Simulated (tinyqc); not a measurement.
Schottky diode by thermionic emission with image-force lowering and series resistance: one step of the calculation.

Metal on an n-type semiconductor with one parabolic valley; V > 0 is forward bias (metal positive). I = I0 [exp(Vj/(n Vt)) - 1] with Vj = V - I Rs; I0 = S A* T^2 exp(-(phi - dphi)/Vt), the lowering dphi taken at zero bias.

Task. Current and small-signal resistance. I = I0 [exp(Vj/(n Vt)) - 1], dV/dI = Rs + n Vt/(I + I0).

Inputs (values chosen for the exercise); band and dielectric values close to those of 4H silicon carbide: temperature T = 200 K; ideality factor n = 1.18; series resistance Rs = 16 ohm.

Constants: q = 1.602176634e-19 C, kB = 1.380649e-23 J/K, Vt = kB T/q. Results are converted to the units shown.

I0 = 1.6142058e-24 A
converged Vj = 0.78999808 V

Wanted: I; drop over Rs; dV/dI.

Result.

I = 1.198e-4 mA
drop over Rs = 1.916e-6 V
dV/dI = 1.698e5 ohm

Range of the model: One isotropic valley is assumed; bands with several valleys have a larger Richardson constant and Nc.

Program tinyqc, `OMP_NUM_THREADS=1 python tinyqc.py 2640125 2640126 out.jsonl`; Intel Xeon 2.30GHz, shared host, one thread, about 0.01 s.
